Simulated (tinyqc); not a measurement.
Input admittance of a MOSFET at zero drain bias: distributed channel and distributed gate: two steps of the calculation.

Source and drain grounded, strong inversion, w = 2 pi f, Cox = eps0 eox/tox. The channel is an RC line of resistance 1/(mu Cox Vo) per square fed from both ends, so one finger has the intrinsic admittance y = i w Cox L tanh(g)/g per width, g = (1/2) sqrt(i w tau), tau = L^2/(mu Vo). The vertical resistance rv/L is in series with y, the overlaps 2 i w Cov in parallel: y_t = 1/(1/y + rv/L) + 2 i w Cov. The gate strip is a line of Rsh/L per length loaded by y_t, so a finger has Y = y_t Wf tanh(k)/k, k = (Wf/sd) sqrt(y_t Rsh/L); the device has Nf Y.

Inputs (values chosen for the exercise); values of the order met in silicon radio-frequency transistors: relative permittivity of the gate insulator (close to aluminium oxide) eox = 8.77; insulator thickness tox = 3.8 nm; channel length L = 0.52 um; finger width Wf = 3.3 um; number of fingers Nf = 16; channel mobility mu = 280 cm^2/(V s); gate overdrive Vo = 0.34 V; sheet resistance of the gate Rsh = 32 ohm/square; vertical resistivity of the gate stack rv = 0 ohm um^2; number of ends at which a finger is contacted sd = 1; overlap and fringe capacitance on each side Cov = 0.2 fF/um; frequency f = 3.4 GHz.

Constants: eps0 = 8.8541878128e-14 F/cm where lengths are in cm. Results are converted to the units shown.

Question 1. Low-frequency resistances and capacitance. Low-frequency limits, with c = Cox L and ct = c + 2 Cov: R_strip = Rsh Wf/(3 sd^2 L Nf), R_ch = (c/ct)^2 L/(12 mu Cox Vo Wf Nf), R_vert = (c/ct)^2 rv/(L Wf Nf), C = ct Wf Nf.

Find: parts; sum; C; 1/(2 pi R C).

Answer 1.

parts (ohm): strip 4.231, channel 3.918, vertical 0
sum = 8.149 ohm
C = 582.2 fF
1/(2 pi R C) = 33.55 GHz

The strip term is the largest, 51.9 % of the sum.

Question 2. Input impedance of the device. k and Y as defined; Z = 1/(Nf Y) = R + 1/(i w C); Q = |Im Z|/R; signal at the point farthest from a contact |1/cosh k|.

y_t = 11.43561+234.85180i uS/um

Wanted: k; Nf Y; R; C; Q; signal at the far point.

Answer 2.

k = 0.2874+0.2738i
Nf Y = 1.24+12.30i mS
R = 8.145 ohm
C = 581.5 fF
Q = 9.883
signal at the far point = 0.9941

tinyqc, about 0.01 s, one thread, Intel Xeon 2.30GHz (shared host): `OMP_NUM_THREADS=1 python tinyqc.py 2262017 2262018 out.jsonl`
